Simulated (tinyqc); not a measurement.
## Reduced doping and fringe capacitance from two biases

Problem. C = eps0 eps_r hr/W + Cf with W = sqrt(2 eps0 eps_r (Vb + V)/(q Nr)), 1/Nr = 1/Na + 1/Nd. Find Cf, W at zero bias and Nr.

Parameters, values chosen for the exercise; values close to those of silicon near 1550 nm:
- eps_r = 11.7 (relative permittivity of the semiconductor)
- Vb = 0.94 V (built-in voltage)
- hr = 220 nm (rib height)

Constants: q = 1.602176634e-19 C, eps0 = 8.8541878128e-14 F/cm where lengths are in cm. Results are converted to the units shown.

C at V = 0 and 3 V (pF/m): 326.10521  179.74671

Answer. C is linear in (Vb + V)^(-1/2); the intercept is Cf.

Cf = 40.00 pF/m
W(0) = 79.66 nm
Nr = 1.916e17 cm^-3

Computed by the program tinyqc: `OMP_NUM_THREADS=1 python tinyqc.py 2650012 2650013 out.jsonl`, one thread of a shared Intel Xeon 2.30GHz, about 0.01 s for the whole run.
